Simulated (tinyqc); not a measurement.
Out-diffusion of a doped substrate or buried layer into a growing epitaxial film: one step, computed by the program tinyqc.

x is counted from the original substrate surface into the film, whose surface moves as x = v t. Substrate dopant has one diffusivity; the dopant of the film is taken as uniform.

Task: Scales. D = D0 exp(-E/(k_B T)); growth time t = d/v; l = 2 sqrt(D t); growth number G = v t/l = d/l; 1 um = 1e-4 cm. Temperatures in kelvin are T(C) + 273.15.

Inputs (values chosen for the exercise, modelled on antimony in silicon):

| quantity | value | unit |
|---|---|---|
| prefactor D0 | 4.07 | cm^2/s |
| activation energy E | 3.9 | eV |
| growth rate v | 0.05 | um/min |
| film thickness d | 3.4 | um |
| growth temperature T | 1100 | C |

Film doping: opposite type.

Constants: k_B = 8.617333262e-05 eV/K.

Give: diffusivity D; growth time t; length l; growth number G.

Result:

diffusivity D = 1.976e-14 cm^2/s

growth time t = 68 min

length l = 0.1796 um

growth number G = 18.94

The surface outruns diffusion, so the film acts as an infinite medium.
